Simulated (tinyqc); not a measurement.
# Single-photon avalanche diode, trigger probability and counting: effects of single changes

A multiplication layer of width W with the uniform field V/W; alpha = an exp(-bn/E) for electrons, beta = ap exp(-bp/E) for holes (local model, no dead space). a = alpha W, b = beta W. Electrons enter at x = 0, holes at x = W. P0 is the probability that an electron entering at 0 starts a lasting avalanche, PW the same for a hole entering at W.

Values chosen for this exercise; ionisation coefficients close to those of silicon: electron prefactor an = 6.95e5 1/cm; electron field bn = 1.26 MV/cm; hole prefactor ap = 1.61e6 1/cm; hole field bp = 2.08 MV/cm; width of the multiplication layer W = 2 um; probability that a photon makes a pair that enters the layer eta = 0.2; thermal generation rate in the layer Gd = 1300 1/s; dead time td = 50 ns; diode capacitance Cd = 200 fF; quench resistance Rq = 50 kohm; trapping probability per avalanche carrier pa = 2.3e-8; trap release time tt = 38 ns; photon rate nph = 2.7e5 1/s.

Constants: q = 1.602176634e-19 C. Results are converted to the units shown.

Each table varies one quantity; the others keep the values above.

## Effect of the width of the multiplication layer

Breakdown: ln(a/b) = a - b with a not equal to b. Above it PW/(1 - PW) = [P0/(1 - P0)] exp(b - a) and b ln(1 - P0) = a ln(1 - PW); the mean over pairs made evenly in the layer is Pm = ln[(1 - PW)/(1 - P0)]/(a - b). The excess bias is 10 % of VB in every row.

Result of one run:
```
W (um),VB (V),E at VB (MV/cm),beta/alpha at VB,P0,PW
5,128.6,0.2573,0.09566,0.9345,0.2941
```

What becomes of these results when the width of the multiplication layer W is changed from 5 to 0.25 um, all else the same?

Result of the changed run:
```
W (um),VB (V),E at VB (MV/cm),beta/alpha at VB,P0,PW
0.25,12.65,0.5060,0.4582,0.5625,0.3553
```

The whole series:
```
W (um),VB (V),E at VB (MV/cm),beta/alpha at VB,P0,PW
0.15,9.025,0.6017,0.5929,0.4657,0.3434
0.25,12.65,0.5060,0.4582,0.5625,0.3553
0.41,17.95,0.4379,0.3561,0.6506,0.3585
0.67,25.85,0.3858,0.2765,0.7295,0.3551
1.1,37.84,0.3440,0.2137,0.7982,0.3460
1.8,55.86,0.3104,0.1650,0.8544,0.3325
3,84.44,0.2815,0.1258,0.9003,0.3147
5,128.6,0.2573,0.09566,0.9345,0.2941
```

As W grows, VB rises from 9.03 to 129 V, as W^(0.76) on average, the breakdown field falls from 0.602 to 0.257 MV/cm and beta/alpha falls from 0.593 to 0.0957. At equal relative excess P0 rises from 0.466 to 0.934 and PW goes from 0.343 through a maximum of 0.359 (at W = 0.41 um among the rows listed) to 0.294. For W = 0.15, 0.25 dead space and band-to-band tunnelling, left out here, matter.

## Effect of the excess bias

PDP = eta P0; dark counts Gd Pm; avalanche charge Cd Vx/q; afterpulse probability pa (Cd Vx/q) exp(-td/tt) Pm; true rate n = nph PDP + dark counts; measured n/(1 + n td) (non-paralysable) or n exp(-n td) (paralysable); recharge time Rq Cd.

Results:
```
Vx (V),Vx/VB (%),P0,PW,Pm,PDP,dark counts (1/s),afterpulse (%)
0.61,1.003,0.1990,0.03494,0.09676,0.03981,125.8,0.04546
1.5,2.468,0.4143,0.08522,0.2200,0.08286,285.9,0.2541
2.4,3.948,0.5684,0.1352,0.3261,0.1137,424.0,0.6028
3.8,6.251,0.7265,0.2111,0.4615,0.1453,600.0,1.351
6.1,10.03,0.8658,0.3302,0.6251,0.1732,812.6,2.937
9.7,15.96,0.9531,0.4993,0.7855,0.1906,1021,5.868
15,24.68,0.9892,0.7004,0.9059,0.1978,1178,10.47
24,39.48,0.9991,0.9029,0.9786,0.1998,1272,18.09
```

Estimate the missing row, Vx = 0.96 V.

Computed row:
```
Vx (V),Vx/VB (%),P0,PW,Pm,PDP,dark counts (1/s),afterpulse (%)
0.96,1.579,0.2928,0.05482,0.1476,0.05857,191.9,0.1091
```

With this row back in the table: VB is 60.79 V. P0 rises from 0.199 to 0.999 and PW rises from 0.0349 to 0.903; P0 goes as Vx^(0.85) at the start and Vx^(0.02) at the end. Electrons trigger better in every row. The afterpulse probability keeps growing, as Vx^(1.16) at the end, because the avalanche charge grows with Vx. For Vx = 24 the excess bias passes a quarter of VB, where tunnelling adds dark counts that are left out here.

tinyqc, about 0.01 s, one thread, Intel Xeon 2.30GHz (shared host): `OMP_NUM_THREADS=1 python tinyqc.py 2630145 2630146 out.jsonl`
